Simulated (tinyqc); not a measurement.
Keating valence-force model of a tetrahedral crystal: one step, computed by the program tinyqc.

Atom A sits at 0 and atom B at a/4 (1,1,1) of an fcc lattice; the four bonds from A are t = a/4 (1,1,1), a/4 (1,-1,-1), a/4 (-1,1,-1), a/4 (-1,-1,1), of length d = sqrt(3) a/4. Energy: E = (3 alpha/(8 d^2)) sum over bonds (r.r - d^2)^2 + (3 beta/(8 d^2)) sum over pairs of bonds at one atom (r_i.r_j + d^2/3)^2, with beta_A for the six pairs at A and beta_B for the six at B. The cell holds two atoms, Omega = a^3/4. 1 N/m = 1 J/m^2. With constants fitted to the elastic moduli this model puts optical and zone-boundary frequencies of real crystals too high, by up to about 20 % in elemental crystals and up to about 50 % in compounds, and mostly by more for TA modes; in compounds the lattice part of the static dielectric constant then comes out too low.

Problem. Dynamical matrix at q. With displacements u exp(i q.r), each bracket changes by g.u, where g = (g_A, g_B): bond t, g = (-2 t, 2 t exp(i q.t)); pair (i, j) at A, g = (-(t_i + t_j), t_i exp(i q.t_j) + t_j exp(i q.t_i)); pair at B, g = (-t_i exp(-i q.t_j) - t_j exp(-i q.t_i), t_i + t_j). Then D_mn = sum over the 4 bonds and 12 pairs of (4 k/a^2) conj(g_m) g_n / sqrt(M_m M_n), with k = alpha or beta converted to eV/angstrom^2. Only the short-range forces enter; the Coulomb field of the charges is left out.

Inputs (values chosen for the exercise, modelled on gallium phosphide):
```
quantity               value  unit
mass M_A               69.72     u
mass M_B               30.97     u
bond stretching alpha   47.1   N/m
bond bending beta_A     10.4   N/m
bond bending beta_B     10.4   N/m
```

Structure: zinc blende.

wave vector q (2 pi/a): 0.8  0.18  0.052

Constants: 1 eV/angstrom^2 = 16.02176634 J/m^2.

Give: D(q).

Solution.

D(q) (eV/(angstrom^2 u)), lower triangle (Hermitian):
```
                   A x                A y                A z               B x
A x            0.23676
A y   0.00293-0.00250i            0.20638
A z   0.00089-0.00896i   0.00081-0.00078i            0.20853
B x  -0.09137-0.00669i   0.05214+0.00477i   0.01469+0.01694i           0.53300
B y   0.05214+0.00477i  -0.09137-0.00669i   0.00139+0.17948i  0.00660+0.00564i
B z   0.01469+0.01694i   0.00139+0.17948i  -0.09137-0.00669i  0.00200+0.02017i

                  B y      B z
B y           0.46461
B z  0.00183+0.00175i  0.46944
```
